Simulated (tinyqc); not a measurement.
Exchange splitting: exchange-split free-electron bands and tunnelling magnetoresistance.

Majority and minority bands E = c k^2/m -/+ Dx/2, c = hbar^2/2m0, so k_up = sqrt(m (EF + Dx/2)/c), k_dn = sqrt(m (EF - Dx/2)/c); n_s = k_s^3/(6 pi^2), D_s = m k_s/(4 pi^2 c).

Barrier: kappa = sqrt(mb phi/c), c = hbar^2/2m0. With a = k1/m, b = k2/m, w = kappa/mb, the transmission at normal incidence is T(k1, k2) = 4 a b w^2/[w^2 (a + b)^2 + (w^2 + a^2)(w^2 + b^2) sinh^2(kappa d)]. Parallel: G_P = T(up, up) + T(dn, dn); antiparallel: G_AP = 2 T(up, dn); TMR = (G_P - G_AP)/G_AP. Julliere: TMR = 2 P^2/(1 - P^2). Slonczewski factor: P_eff = P_k (w^2 - a_up a_dn)/(w^2 + a_up a_dn), P_k = (k_up - k_dn)/(k_up + k_dn).

Constants: hbar^2/2m0 = 3.80998211 eV angstrom^2.

Values chosen for the exercise:

| symbol | value | unit | meaning |
|---|---|---|---|
| EF | 2.02 | eV | Fermi energy above the mean band bottom |
| m | 1.35 | m0 | mass in the electrodes |
| phi | 0.68 | eV | barrier height above EF |
| mb | 0.65 | m0 | mass in the barrier |
| d | 10.1 | angstrom | barrier thickness |

Dx takes the listed multiples of 2 EF.

Results:

| Dx/(2 EF) | k_up | k_dn | P_k | P_eff | TMR (%) |
|---|---|---|---|---|---|
| 0.10 | 0.8873 | 0.8026 | 0.0501 | -0.0088 | 0.02 |
| 0.20 | 0.9268 | 0.7567 | 0.1010 | -0.0169 | 0.06 |
| 0.35 | 0.9830 | 0.6821 | 0.1807 | -0.0262 | 0.15 |
| 0.50 | 1.0362 | 0.5982 | 0.2679 | -0.0286 | 0.19 |
| 0.65 | 1.0867 | 0.5005 | 0.3693 | -0.0154 | 0.10 |
| 0.80 | 1.1351 | 0.3784 | 0.5000 | 0.0382 | 0.39 |
| 0.90 | 1.1662 | 0.2675 | 0.6268 | 0.1454 | 4.45 |
| 0.97 | 1.1874 | 0.1465 | 0.7803 | 0.3777 | 33.40 |

What can be read from this table?

P_k rises from 0.050 to 0.780, and TMR goes from 0.02 % to 33.4 %, not steadily: its largest value is 33.40 % at 0.97 and its smallest 0.02 % at 0.1; P_eff changes sign along the table. At Dx = 2 EF the minority band is empty (a half metal) and G_AP vanishes.

Program tinyqc; command `OMP_NUM_THREADS=1 python tinyqc.py 1651924 1651925 out.jsonl`; about 0.01 s on one thread of a shared Intel(R) Xeon(R) Processor @ 2.30GHz.
